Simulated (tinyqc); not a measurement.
Worked calculation: Hubbard ring of 3 sites. One step of it, computed by the program tinyqc.

Question. Mean-field iteration 2. H(up) = T + U n(down), H(down) = T + U n(up); fill the lowest levels; n(new) = n + mixing (n(out) - n); E = tr T (rho up + rho down) + U sum n_up n_down of the output.

one-body matrix (hopping and site energies) (eV), lower triangle:
```
           1          2         3
1   0.630000
2  -1.460000  -0.850000
3  -1.460000  -1.460000  0.690000
```

U = 6.000000 eV

electrons, up and down: 2  1

mixing = 1

n(up) after iteration 1: 1 0.526961, 2 0.999459, 3 0.473580

n(down) after iteration 1: 1 0.213516, 2 0.577717, 3 0.208767

Give: levels, up; levels, down; energy; n(up) after iteration 2; n(down) after iteration 2.

Answer.

levels, up (eV): -0.7862  3.3868  3.8694

levels, down (eV): 1.1348  5.1217  6.2135

energy = 1.4299 eV

n(up) after iteration 2: 1 0.8741, 2 0.2694, 3 0.8565

n(down) after iteration 2: 1 0.3696, 2 0.2092, 3 0.4212
